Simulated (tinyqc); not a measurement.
Field dependence: Hall factor, magnetoresistance and optical conductivity for a power-law relaxation time. Computed by tinyqc, a small Python program. Command: `OMP_NUM_THREADS=1 python tinyqc.py 3030627 3030628 out.jsonl magneto walk`. One thread of a shared host (Intel(R) Xeon(R) Processor @ 2.30GHz), about 0.01 s of CPU time with the checks.

One spherical parabolic band, tau(E) = tau_0 x^s with x = E/(k_B T). Landau quantisation is left out.

Inputs (values chosen for the exercise, with a mass close to that of electrons in germanium):

| quantity | value | unit |
|---|---|---|
| effective mass m | 0.12 | m_0 |
| exponent s | -0.25 | - |
| tau_0 | 300 | fs |
| reduced Fermi level eta | -8 | - |
| temperature T | 150 | K |

Constants: m_0 = 9.1093837015e-31 kg; k_B = 1.380649e-23 J/K; hbar = 1.054571817e-34 J s; e = 1.602176634e-19 C.

Method:
- <y> = int y x^(3/2) f (1 - f) dx / int x^(3/2) f (1 - f) dx, f = 1/(1 + exp(x - eta)).
- Integrals over x = E/(k_B T) use 160 Gauss-Legendre points in u = sqrt(x) from 0 to sqrt(max(eta, 0) + 45).
- n = (2 m k_B T)^(3/2)/(3 pi^2 hbar^3) int x^(3/2) f (1 - f) dx; moments in units of tau_0.
- mu = e <tau>/m; weak field r_H = <tau^2>/<tau>^2 and MR = c (mu B)^2, c = <tau^3>/<tau>^3 - r_H^2; strong field r_H = 1 and MR = <tau> <1/tau> - 1.
- With w_c = e B/m: sigma_xx = (n e^2/m) <tau/(1 + w_c^2 tau^2)>, sigma_xy = (n e^2/m) <w_c tau^2/(1 + w_c^2 tau^2)>; r_H = (n e/B) sigma_xy/(sigma_xx^2 + sigma_xy^2); MR = sigma_0 sigma_xx/(sigma_xx^2 + sigma_xy^2) - 1, sigma_0 = n e^2 <tau>/m.

drift mobility mu = 3747.54 cm^2/(V s)

saturation MR = 3.11937 %

Against the field:

| B (T) | mu B | r_H | MR (%) |
|---|---|---|---|
| 0.08 | 2.9980e-02 | 1.0355 | 3.9727e-03 |
| 0.27 | 1.0118e-01 | 1.0349 | 4.4379e-02 |
| 0.8 | 2.9980e-01 | 1.0311 | 3.3828e-01 |
| 1.6 | 5.9961e-01 | 1.0232 | 9.7250e-01 |
| 2.7 | 1.0118e+00 | 1.0148 | 1.7037e+00 |
| 5.3 | 1.9862e+00 | 1.0059 | 2.5333e+00 |
| 11 | 4.1223e+00 | 1.0016 | 2.9552e+00 |
| 27 | 1.0118e+01 | 1.0003 | 3.0906e+00 |
| 110 | 4.1223e+01 | 1.0000 | 3.1176e+00 |

What follows from these numbers?

r_H falls from 1.035 to 1.000, so a strong-field measurement gives n directly (though the highest fields listed exceed the roughly 100 T that non-destructive magnets reach); half of the fall is done between 0.600 and 1.01 in mu B. MR starts as B^1.98 and reaches 100 % of its saturation value in the last row. It arises only because carriers of different energy have different Hall angles, which one Hall field cannot cancel. Above 13 T hbar w_c exceeds k_B T and mu B exceeds 1, and Landau quantisation replaces this picture.

Extremes, crossings and ranges named in words are read from the listed rows.
